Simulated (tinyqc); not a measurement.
Inside a calculation. Method: UHF in the sto-6g basis, for H3, spin multiplicity 2. One step of it, computed by the program tinyqc.

Problem. Iteration 1: diagonalisation and new density. Diagonalise F' = X^T F X, C = X C', fill 2 alpha and 1 beta electrons from the bottom; D(s) = C_occ C_occ^T; the new density keeps 0.3 of the old one (damping). Each column has its largest component positive (the first on a tie).

F(alpha) (hartree), lower triangle:
```
           1H 1s      2H 1s      3H 1s
1H 1s  -0.122905
2H 1s  -0.222548  -0.259124
3H 1s  -0.222548  -0.039945  -0.259124
```

F(beta) (hartree), lower triangle:
```
           1H 1s      2H 1s     3H 1s
1H 1s  -0.051400
2H 1s  -0.125715   0.108179
3H 1s  -0.125715  -0.118710  0.108179
```

X:
```
               1          2         3
1H 1s   1.574918   0.000000  0.468276
2H 1s  -0.981885   0.801365  0.375551
3H 1s  -0.981885  -0.801365  0.375551
```

D(alpha) at the start, lower triangle:
```
           1H 1s     2H 1s     3H 1s
1H 1s   2.184147
2H 1s  -1.522019  1.702803
3H 1s  -1.522019  0.418431  1.702803
```

D(beta) at the start, lower triangle:
```
           1H 1s     2H 1s     3H 1s
1H 1s   2.184147
2H 1s  -1.522019  1.060617
3H 1s  -1.522019  1.060617  1.060617
```

overlap S, lower triangle:
```
          1H 1s     2H 1s     3H 1s
1H 1s  1.000000
2H 1s  0.620071  1.000000
3H 1s  0.620071  0.221409  1.000000
```

Give: F' = X^T F X; orbital energies; coefficients C; F' = X^T F X; orbital energies; coefficients C; D(alpha) after iteration 1; D(beta) after iteration 1.

Solution.

F' = X^T F X (alpha) (hartree), lower triangle:
```
       1       2       3
1  0.495
2  0.000  -0.282
3  0.071   0.000  -0.268
```

orbital energies (alpha) (hartree): MO1 -0.282, MO2 -0.274, MO3 0.502

coefficients C (alpha):
```
          MO1    MO2     MO3
1H 1s   0.000  0.321   1.611
2H 1s   0.801  0.465  -0.943
3H 1s  -0.801  0.465  -0.943
```

F' = X^T F X (beta) (hartree), lower triangle:
```
        1      2       3
1   0.630
2   0.000  0.291
3  -0.063  0.000  -0.103
```

orbital energies (beta) (hartree): MO1 -0.108, MO2 0.291, MO3 0.635

coefficients C (beta):
```
         MO1     MO2     MO3
1H 1s  0.601   0.000   1.529
2H 1s  0.290   0.801  -1.010
3H 1s  0.290  -0.801  -1.010
```

D(alpha) after iteration 1, lower triangle:
```
        1H 1s   2H 1s  3H 1s
1H 1s   0.727
2H 1s  -0.352   1.111
3H 1s  -0.352  -0.173  1.111
```

D(beta) after iteration 1, lower triangle:
```
        1H 1s  2H 1s  3H 1s
1H 1s   0.908
2H 1s  -0.334  0.377
3H 1s  -0.334  0.377  0.377
```
